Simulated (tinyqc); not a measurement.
Interdiffusion in a binary couple: Darken equations, Kirkendall shift and Boltzmann-Matano analysis. Inputs raised by 10 %, one at a time. Computed by tinyqc, a small Python program. Command: `OMP_NUM_THREADS=1 python tinyqc.py 3002221 3002222 out.jsonl darken sens`. One thread of a shared host (Intel(R) Xeon(R) Processor @ 2.30GHz), about 0.1 s of CPU time with the checks.

x is the mole fraction of B; the molar volume is constant, and the two halves are long enough to count as infinite.

Inputs (values chosen for the exercise, for a model alloy A-B):
```
quantity                            value   unit
tracer diffusivity D*_A(0)        3.3e-13  m^2/s
tracer diffusivity D*_B(0)        4.9e-14  m^2/s
slope k of ln D* with x              0.29      -
regular-solution parameter W        -0.17     eV
temperature T                        1330      K
left composition x_L                 0.31      -
right composition x_R                0.79      -
time t                              16000      s
composition x for the local step      0.5      -
```

Vacancy-wind correction: none.

Constants: k_B = 8.617333262e-05 eV/K.

Method:
- D*_i(x) = D*_i(0) exp(k x); thermodynamic factor Phi = 1 - 2 W x (1 - x)/(k_B T); intrinsic D_i = D*_i Phi; interdiffusion D~ = x D_A + (1 - x) D_B.
- With lambda = z/sqrt(t), the profile solves d/dlambda (D~ dx/dlambda) + (lambda/2) dx/dlambda = 0 with x = x_L and x_R far to the left and right; z = 0 is the original interface. It is solved as a boundary-value problem in y = lambda/sqrt(D~ at the mean composition) on -12 < y < 12 (collocation, tolerance 1e-8).
- Read from the profile: the position z(x), the area -int_(x_L)^x z dx and the slope.
- Lattice planes move with v = (D_B - D_A) dx/dz; markers from the original interface stay at one composition, where z_K = 2 t v.

Runs; columns: (1) input moved; (2) from; (3) to; (4) marker position z_K (um); (5) interdiffusion coefficient D~ at the local x (m^2/s); (6) slope dx/dz at the local x (1/um); (7) composition at the markers:
```
(1)                                     (2)       (3)      (4)         (5)        (6)      (7)
base run                                  -         -  -30.590  3.8154e-13  0.0016846  0.51442
tracer diffusivity D*_A(0) (m^2/s)  3.3e-13  3.63e-13  -32.781  4.1476e-13  0.0016162  0.51340
tracer diffusivity D*_B(0) (m^2/s)  4.9e-14  5.39e-14  -29.868  3.8647e-13  0.0016732  0.51551
slope k of ln D* with x                0.29     0.319  -30.830  3.8711e-13  0.0016732  0.51471
regular-solution parameter W (eV)     -0.17    -0.187  -31.214  3.9779e-13  0.0016488  0.51435
time t (s)                            16000     17600  -32.083  3.8154e-13  0.0016062  0.51442
```

Exponents ln(y'/y) / ln(x'/x); columns: (1) input; (2) marker position z_K; (3) interdiffusion coefficient D~ at the local x; (4) slope dx/dz at the local x; (5) composition at the markers:
```
(1)                              (2)    (3)     (4)     (5)
tracer diffusivity D*_A(0)     0.726  0.876  -0.435  -0.021
tracer diffusivity D*_B(0)    -0.251  0.135  -0.071   0.022
slope k of ln D* with x        0.082  0.152  -0.071   0.006
regular-solution parameter W   0.212  0.438  -0.225  -0.001
time t                         0.500  0.000  -0.500   0.000
```

Which inputs matter most for each result?

Among the inputs moved here: marker position z_K answers most in size to tracer diffusivity D*_A(0) (exponent +0.726), next to time t (+0.500). Its exponent +0.500 in time t: markers move as sqrt(t). Interdiffusion coefficient D~ at the local x answers most in size to tracer diffusivity D*_A(0) (exponent +0.876), next to regular-solution parameter W (+0.438); its exponent is below 0.0005 for time t. Slope dx/dz at the local x answers most in size to time t (exponent -0.500), next to tracer diffusivity D*_A(0) (-0.435). Its exponent -0.500 in time t: the profile is a function of z/sqrt(t). Composition at the markers answers most in size to tracer diffusivity D*_B(0) (exponent +0.022), next to tracer diffusivity D*_A(0) (-0.021); its exponent is below 0.0005 for time t. Its exponent 0.000 in time t: the marker composition is fixed.
